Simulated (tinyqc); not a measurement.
## A six-terminal Hall bar with edge channels and a constriction, Landauer-Buettiker equations: effect of the constriction

Contacts 1 (source) and 4 (drain) end the bar; 2 and 3 lie on the upper edge, 6 and 5 on the lower edge, with a constriction between 2 and 3 (and between 6 and 5). Carriers run 1 to 2 to 3 to 4 to 5 to 6 to 1 in M channels. The constriction passes Tc from 2 to 3 and from 5 to 6, and turns M - Tc from 2 to 6 and from 5 to 3. Signs are those of positive carriers; V4 = 0.

I_i = (q^2/h) [M V_i - sum_j T_ij V_j], with I_1 = I, V_4 = 0 and no current at 2, 3, 5, 6. R(a,b) = (V_a - V_b)/I.

Inputs (values chosen for the exercise):
```
symbol  value  unit                              meaning
M           2         edge channels, spin counted singly
I          50    nA  current from contact 1 to contact 4
```

Constants: q = 1.602176634e-19 C, h = 6.62607015e-34 J s. Results are converted to the units shown.

The same in every row: R(2,6) (kohm) = 12.91.

Effect of the constriction:

| Tc | R(1,4) (kohm) | R(2,3) (kohm) | R(2,5) (kohm) | R(3,6) (kohm) |
|---|---|---|---|---|
| 0.25 | 103.3 | 90.34 | 103.3 | -77.44 |
| 0.5 | 51.63 | 38.72 | 51.63 | -25.81 |
| 0.75 | 34.42 | 21.51 | 34.42 | -8.604 |
| 1 | 25.81 | 12.91 | 25.81 | 0 |
| 1.25 | 20.65 | 7.744 | 20.65 | 5.163 |
| 1.5 | 17.21 | 4.302 | 17.21 | 8.604 |
| 1.75 | 14.75 | 1.844 | 14.75 | 11.06 |
| 2 | 12.91 | 0 | 12.91 | 12.91 |

The Hall resistance R(2,6) stays at 12.906 kohm = (h/q^2)/2, whatever the constriction does. The longitudinal R(2,3) falls from 90.3 to 0 kohm and vanishes without back-scattering, while the two-terminal R(1,4) falls only to 12.906 kohm. R(3,6) changes sign at Tc = M/2 = 1.

tinyqc, about 0.01 s, one thread, Intel Xeon 2.30GHz (shared host): `OMP_NUM_THREADS=1 python tinyqc.py 2700119 2700120 out.jsonl`
